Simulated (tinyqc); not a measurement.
Long-channel MOSFET, surface-potential model: two steps of the calculation.

n-channel transistor on a uniformly doped p-type body, gradual-channel approximation, constant mobility, Boltzmann statistics, full ionisation. Potentials are counted from the neutral body; V is the electron quasi-Fermi potential, Vsb at the source and Vsb + Vds at the drain. Charges are magnitudes per area.

Values chosen for this exercise; material values close to those of gallium nitride: temperature T = 293 K; flat-band voltage Vfb = -2.02 V; channel mobility mu = 680 cm^2/(V s); gate width W = 2 um; gate length L = 10 um; source-body reverse bias Vsb = 0 V; gate-source voltage Vgs = 1.31 V; drain-source voltage Vds = 0.1 V.

Constants: q = 1.602176634e-19 C, kB = 1.380649e-23 J/K, Vt = kB T/q. Results are converted to the units shown.

Task 1. Inversion charge along the channel. The surface potential psi at channel potential V solves Vgs + Vsb - Vfb - psi = gamma sqrt(G), G = psi - Vt + Vt exp((psi - 2 phiF - V)/Vt). Charge sheet: Qi = Cox gamma [sqrt(G) - sqrt(psi - Vt)]. Pao-Sah: Qi = (Cox gamma/2) integral from 3 Vt to psi of exp((u - 2 phiF - V)/Vt)/sqrt(G(u, V)) du.

V, point 0 to 6 (V): 0  0.016666667  0.033333333  0.05  0.066666667  0.083333333  0.1
phiF = 1.5593275 V
Cox = 0.66722630 uF/cm^2
gamma = 0.18586735 V^0.5

Give: psi; Qi, charge sheet; Qi, Pao-Sah.

Result 1.

```
point	psi (V)	Qi, charge sheet (nC/cm^2)	Qi, Pao-Sah (nC/cm^2)
0	3.009	0.01175	0.01180
1	3.009	0.006073	0.006099
2	3.009	0.003139	0.003152
3	3.009	0.001622	0.001629
4	3.009	8.385e-4	8.421e-4
5	3.009	4.333e-4	4.352e-4
6	3.009	2.240e-4	2.249e-4
```

At the source the charge-sheet charge is 0.43 % below the Pao-Sah one.

Task 2. Pao-Sah current by Simpson's rule. I = mu (W/L) integral of Qi dV; Simpson's rule on the 7 points, step Vds/6, weights 1, 4, 2, ..., 4, 1 times step/3.

Qi, Pao-Sah, point 0 to 6 (nC/cm^2): 0.011797189  0.0060988186  0.0031524149  0.0016293150  8.4206987e-4  4.3519272e-4  2.2491070e-4

Find: Pao-Sah current.

Result 2.

Pao-Sah current = 3.979e-5 uA

Gauss-Legendre quadrature on many points gives 3.975e-5 uA, so this value is 0.10 % above it; the charge-sheet current, 3.958e-5 uA, is 0.43 % below it.

Numbers from tinyqc (`OMP_NUM_THREADS=1 python tinyqc.py 2360043 2360044 out.jsonl`; about 0.06 s on one thread of a shared Intel Xeon 2.30GHz).
